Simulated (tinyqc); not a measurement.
Inside a calculation. Model: a discretised effective-mass wire between two leads, recursive Green functions.

Computed by the program tinyqc: `OMP_NUM_THREADS=1 python tinyqc.py 2660106 2660107 out.jsonl`, one thread of a shared Intel Xeon 2.30GHz, about 0.01 s for the whole run. Printed values are rounded.

Finite differences on a grid of step a give a chain with hopping -t, t = C/(m a^2), C = hbar^2/(2 m0), and site energies 2 t + U_i for the N = 5 sites of the device; the semi-infinite leads have site energy 2 t. Each slice is one site, and V = -t couples neighbouring slices.

Inputs (values chosen for the exercise): effective mass m = 0.066 m0; grid step a = 1 nm; potential on the sites 1 to N U = [0, 0.25, 0.25, 0.25, 0] eV; energy above the band bottom of the leads E = 0.293 eV.

Constants: q = 1.602176634e-19 C, hbar = 1.054571817e-34 J s, h = 6.62607015e-34 J s, m0 = 9.1093837015e-31 kg, hbar^2/(2 m0) = 0.0380998212 eV nm^2. Results are converted to the units shown.

## Self-energy of the leads

Sigma = t^2 g(E - 2 t), g(x) = (x - i sqrt(4 t^2 - x^2))/(2 t^2) for |x| < 2 t and (x - sign(x) sqrt(x^2 - 4 t^2))/(2 t^2) otherwise; Gamma = i (Sigma - Sigma^dagger); both leads give the same.

t = 0.5772700 eV
Sigma = -0.4307700-0.3842888i eV
Gamma = 0.7685776 eV
open modes = 1

## Forward pass

Forward pass: g_1 = (E - H_1 - Sigma)^(-1), g_i = (E - H_i - V g_(i-1) V^dagger)^(-1), with Sigma also subtracted on the last slice; G_(i,1) = g_i V G_(i-1,1), starting from g_1. H_i is the block of slice i, its site energy.

| site | g_i (1/eV) | G_(i,1) of the forward pass (1/eV) |
|---|---|---|
| 1 | -1.292669-1.153187i | -1.292669-1.153187i |
| 2 | -1.113961-0.628821i | -0.412653-1.210802i |
| 3 | -1.250569-0.353974i | -0.050487-0.958419i |
| 4 | -1.398942-0.237503i | 0.090631-0.780910i |
| 5 | 0.163936-2.145274i | 0.958503+0.186140i |

## Transmission

G_(N,1) = 0.9585035+0.1861397i 1/eV

T(E) = Tr[Gamma G_(N,1) Gamma G_(N,1)^dagger]. Conductance (2 q^2/h) T(E).

T(E) = 0.5631706
conductance = 43.63498 uS

Inverting the whole matrix gives the same value.

## Backward pass

Backward pass: G_NN = g_N, G_ii = g_i + g_i V^dagger G_(i+1,i+1) V g_i; local density of states -Im G_ii/pi on each site.

| site | G_ii (1/eV) | local density of states (1/eV) |
|---|---|---|
| 1 | 0.163936-2.145274i | 0.6828620 |
| 2 | -0.820059-1.559949i | 0.4965471 |
| 3 | -1.183480-1.343770i | 0.4277352 |
| 4 | -0.820059-1.559949i | 0.4965471 |
| 5 | 0.163936-2.145274i | 0.6828620 |

A site of an infinite clean chain has 1/(pi sqrt(4 t^2 - x^2)) = 0.414 1/eV at this energy (x counted from the band centre); the device goes from 0.428 (site 3) to 0.683 (site 1).

## States fed from the left, and the bond current

The full first column follows backwards from c_N = G_(N,1): c_i = G_(i,1)(forward) + g_i V^dagger c_(i+1). The density of states fed by the left lead is Gamma |c_i|^2/(2 pi), and the current on bond i is 2 t Gamma Im(c_(i+1) conj(c_i)) in units of T(E).

| site | c_i (1/eV) | density fed from the left (1/eV) |
|---|---|---|
| 1 | 0.163936-2.145274i | 0.5662422 |
| 2 | 0.426514-1.709977i | 0.3799273 |
| 3 | 0.657322-1.147307i | 0.2138676 |
| 4 | 0.839167-0.499175i | 0.1166198 |
| 5 | 0.958503+0.186140i | 0.1166198 |

bond current, bond 1 to 4: [0.5631706, 0.5631706, 0.5631706, 0.5631706]

The bond current is the same on every bond and equals T(E): the current is conserved.
